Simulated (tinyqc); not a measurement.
Single-electron transistor, orthodox theory and master equation: two steps of the calculation.

A metal island with n extra electrons joins the left lead (voltage V) and the right lead (0 V) by tunnel junctions and couples to a gate. Cs = CL + CR + Cg. Adding electron n + 1 costs mu(n) = [q (n + 1/2) - CL V - Cg Vg]/Cs (in volts); the Fermi levels are -V (left) and 0 (right). A jump that gains the energy W has the rate G(W) = (W/q)/(R [1 - exp(-W/Vt)]), W in volts, Vt = kB T/q. Sequential tunnelling only; I > 0 flows from left to right.

Values chosen for this exercise:

| symbol | value | unit | meaning |
|---|---|---|---|
| CL | 1.8 | aF | capacitance of the left junction |
| CR | 2.2 | aF | capacitance of the right junction |
| Cg | 0.56 | aF | gate capacitance |
| T | 20 | K | temperature |
| V | 41 | mV | bias of the left lead |
| Vg | 82 | mV | gate voltage |
| n0 | -1 |  | lowest charge state kept |
| n1 | 1 |  | highest charge state kept |

Constants: q = 1.602176634e-19 C, kB = 1.380649e-23 J/K, Vt = kB T/q. Results are converted to the units shown.

Question 1. Charging energy and addition levels. q/Cs, the gate period q/Cg, and mu(n) for the transitions kept.

Find: q/Cs; q/Cg; kB T/(q^2/Cs); mu(n).

Answer 1.

q/Cs = 35.14 mV
q/Cg = 286.1 mV
kB T/(q^2/Cs) = 0.04905
mu(n), n to n + 1, n -1 to 0 (mV): -43.82  -8.69

Question 2. Probabilities and current. Steady state: p(n + 1)/p(n) = (sum of on rates)/(sum of off rates), normalised. I = q sum_n [p(n + 1) (off to left) - p(n) (on from left)].

```
n to n + 1, n  on from left (1/ns)  on from right (1/ns)  off to left (1/ns)  off to right (1/ns)
-1                       198.78839             124.32551           38.658949         1.1268704e-9
0                     1.3203085e-5             24.805030           1833.4910           0.16054539
```

Find: p(n); I; mean n.

Answer 2.

p(n), n -1 to 1: 0.10558  0.88248  0.011938
I = 5.6100 nA
mean n = -0.093646

Two plain resistors in series would pass 17.7 nA; this is 31.6 % of that. 3 charge states hold more than 1 % each.

Range of the model: Cotunnelling, which dominates deep in the blockade, is left out.

Program tinyqc, `OMP_NUM_THREADS=1 python tinyqc.py 2780028 2780029 out.jsonl`; Intel Xeon 2.30GHz, shared host, one thread, about 0.01 s.
